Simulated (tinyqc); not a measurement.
On-chip power grid, static voltage drop by conjugate gradients: one step of the calculation.

A grid of 3 rows and 4 columns, node k = 4 row + column. Neighbours in a row are joined by Rx, in a column by Ry; pad nodes, which reach the supply through Rp: 0, 11. Each node draws I0, node 7 draws kh I0. The drops u = Vdd - V solve G u = i, with G the conductance matrix (1/Rp added on the diagonal at pad nodes).

Task. Conjugate-gradient step. q = G p; a = (r.r)/(p.q); u(new) = u + a p; r(new) = r - a q; b = (r.r)(new)/(r.r); p(new) = r(new) + b p.

Parameters, values chosen for the exercise:

| symbol | value | unit | meaning |
|---|---|---|---|
| Rx | 0.77 | ohm | resistance of a horizontal segment |
| Ry | 0.48 | ohm | resistance of a vertical segment |
| Rp | 0.05 | ohm | resistance from a pad node to the supply |

u at the start (mV):
```
	col 0	col 1	col 2	col 3
row 0	0	0	0	0
row 1	0	0	0	0
row 2	0	0	0	0
```

r at the start (mA):
```
	col 0	col 1	col 2	col 3
row 0	3.5	3.5	3.5	3.5
row 1	3.5	3.5	3.5	28
row 2	3.5	3.5	3.5	3.5
```

p at the start (mA):
```
	col 0	col 1	col 2	col 3
row 0	3.5	3.5	3.5	3.5
row 1	3.5	3.5	3.5	28
row 2	3.5	3.5	3.5	3.5
```

Find: q; a; u after iteration 1; r after iteration 1; b; p after iteration 1.

Result.

q (mA S):
```
	col 0	col 1	col 2	col 3
row 0	70.0	0.0	0.0	-51.0
row 1	0.0	0.0	-31.8	133.9
row 2	0.0	0.0	0.0	19.0
```

a = 0.2437 ohm

u after iteration 1 (mV):
```
	col 0	col 1	col 2	col 3
row 0	0.853	0.853	0.853	0.853
row 1	0.853	0.853	0.853	6.823
row 2	0.853	0.853	0.853	0.853
```

r after iteration 1 (mA):
```
	col 0	col 1	col 2	col 3
row 0	-13.56	3.50	3.50	15.94
row 1	3.50	3.50	11.25	-4.63
row 2	3.50	3.50	3.50	-1.12
```

b = 0.7323

p after iteration 1 (mA):
```
	col 0	col 1	col 2	col 3
row 0	-10.99	6.06	6.06	18.50
row 1	6.06	6.06	13.82	15.88
row 2	6.06	6.06	6.06	1.44
```

tinyqc, about 0.09 s, one thread, Intel Xeon 2.30GHz (shared host): `OMP_NUM_THREADS=1 python tinyqc.py 2770142 2770143 out.jsonl`
